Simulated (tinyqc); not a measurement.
Tail length against growth temperature: equilibrium and kinetic segregation of a solute to boundaries and growing surfaces. Computed by tinyqc, a small Python program. Command: `OMP_NUM_THREADS=1 python tinyqc.py 3014865 3014866 out.jsonl segreg walk`. One thread of a shared host (Intel(R) Xeon(R) Processor @ 2.30GHz), about 0.01 s of CPU time with the checks.

Inputs (values chosen for the exercise, modelled on a solute in a copper line): exchange barrier E_b = 1.31 eV; surface segregation energy E_s = 0.28 eV; growth rate = 2.1 monolayers/s.

Constants: k_B = 8.617333262e-05 eV/K.

Method. Two-state exchange during growth, dilute: jump up r_u = nu exp(-E_b/(k_B T_g)), jump back r_d = r_u exp(-E_s/(k_B T_g)), nu = 1e13 1/s. In the time 1/R of one monolayer the share carried up is p = [r_u/(r_u + r_d)] [1 - exp(-(r_u + r_d)/R)]; the tail decays as p^n, length -1/ln p monolayers; the equilibrium limit has p = r_u/(r_u + r_d).

Exchange model:
```
T_g (K)       r_u/R        p  length (monolayers)  equilibrium limit
448      8.7283e-03  0.00869           2.1072e-01             1412.6
479      7.8464e-02  0.07546           3.8698e-01              883.6
505      4.0207e-01  0.33096           9.0437e-01              623.3
531      1.7556e+00  0.82605           5.2328e+00              455.0
552      5.2172e+00  0.99190           1.2297e+02              360.6
573      1.4314e+01  0.99657           2.9067e+02              290.7
604      5.5865e+01  0.99541           2.1743e+02              217.4
651      3.4379e+02  0.99325           1.4761e+02              147.6
729      4.1820e+03  0.98854           8.6741e+01               86.7
```

What follows from these numbers?

The length peaks among these rows at 573 K with 291 monolayers. Below, exchange freezes (r_u/R = 0.0087 in the first row); above, the length follows the equilibrium limit, about exp(E_s/(k_B T)), down to 86.7.

Extremes, crossings and ranges named in words are read from the listed rows.
